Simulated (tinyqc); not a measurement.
Two-band model of a narrow-gap semiconductor with electrons and holes: one step, computed by the program tinyqc. Command: `OMP_NUM_THREADS=1 python tinyqc.py 3007798 3007799 out.jsonl bipolar walk`. One thread of a shared host (Intel(R) Xeon(R) Processor @ 2.30GHz), about 0.06 s of CPU time with the checks.

Two parabolic bands with acoustic scattering (r = -1/2, a = 0), a gap that does not change with T, and fully ionised dopants. Melting is ignored, so values above the melting point are formal, and kappa_L does not change with T. eta_n = (E_F - E_c)/(k_B T), eta_p = -eta_n - E_g/(k_B T).

Problem. Both bands together. Both bands together (these totals replace the one-band zT): sigma = sigma_n + sigma_p; S = (sigma_p |S_p| - sigma_n |S_n|)/sigma; kappa_bip = (sigma_n sigma_p/sigma)(|S_n| + |S_p|)^2 T; kappa_e = (L_n sigma_n + L_p sigma_p) T; zT = S^2 sigma T/(kappa_L + kappa_e + kappa_bip); weak-field R_H = (r_p sigma_p^2/p - r_n sigma_n^2/n)/(e sigma^2), where the Hall factors r_n and r_p are <x^(3/2)> <x^(1/2)>/<s>^2.

Inputs (values chosen for the exercise, modelled on Bi2Te3): lattice thermal conductivity kappa_L = 0.82 W/(m K); temperature T = 850 K.

Doping: p-type.

Partial coefficients:

| band | sigma (S/cm) | \|S\| (microvolt/K) | L (1e-8 V^2/K^2) | density (1/cm^3) | Hall factor |
|---|---|---|---|---|---|
| electrons | 272.2280 | 308.6559 | 1.523338 | 2.094191e+19 | 1.163986 |
| holes | 546.8308 | 241.8251 | 1.568061 | 6.594191e+19 | 1.148820 |

Constants: e = 1.602176634e-19 C.

Give: conductivity sigma; Seebeck coefficient S; bipolar thermal conductivity; kappa_e; zT; Hall coefficient R_H.

Solution.

conductivity sigma = 819.1 S/cm

Seebeck coefficient S = 58.86 microvolt/K

bipolar thermal conductivity = 4.681 W/(m K)

kappa_e = 1.081 W/(m K)

zT = 0.03665

Hall coefficient R_H = 0.01015 cm^3/C

The minority band lowers |S| from 242 to 59 microvolt/K, and bipolar flow adds 71 % of the thermal conductivity.
